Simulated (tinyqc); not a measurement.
Input admittance of a MOSFET at zero drain bias: distributed channel and distributed gate: one step of the calculation.

Source and drain grounded, strong inversion, w = 2 pi f, Cox = eps0 eox/tox. The channel is an RC line of resistance 1/(mu Cox Vo) per square fed from both ends, so one finger has the intrinsic admittance y = i w Cox L tanh(g)/g per width, g = (1/2) sqrt(i w tau), tau = L^2/(mu Vo). The vertical resistance rv/L is in series with y, the overlaps 2 i w Cov in parallel: y_t = 1/(1/y + rv/L) + 2 i w Cov. The gate strip is a line of Rsh/L per length loaded by y_t, so a finger has Y = y_t Wf tanh(k)/k, k = (Wf/sd) sqrt(y_t Rsh/L); the device has Nf Y.

Task. Input impedance of the device. k and Y as defined; Z = 1/(Nf Y) = R + 1/(i w C); Q = |Im Z|/R; signal at the point farthest from a contact |1/cosh k|.

Inputs (values chosen for the exercise); values of the order met in silicon radio-frequency transistors: channel length L = 1.8 um; finger width Wf = 1.8 um; number of fingers Nf = 64; sheet resistance of the gate Rsh = 16 ohm/square; number of ends at which a finger is contacted sd = 1; frequency f = 8.6 GHz.

y_t = 1501.1223+1985.1145i uS/um

Wanted: k; Nf Y; R; C; Q; signal at the far point.

Result.

k = 0.2397+0.1193i
Nf Y = 174.6+222.2i mS
R = 2.187 ohm
C = 6651 fF
Q = 1.272
signal at the far point = 0.9785

Program tinyqc, `OMP_NUM_THREADS=1 python tinyqc.py 2262074 2262075 out.jsonl`; Intel Xeon 2.30GHz, shared host, one thread, about 0.01 s.
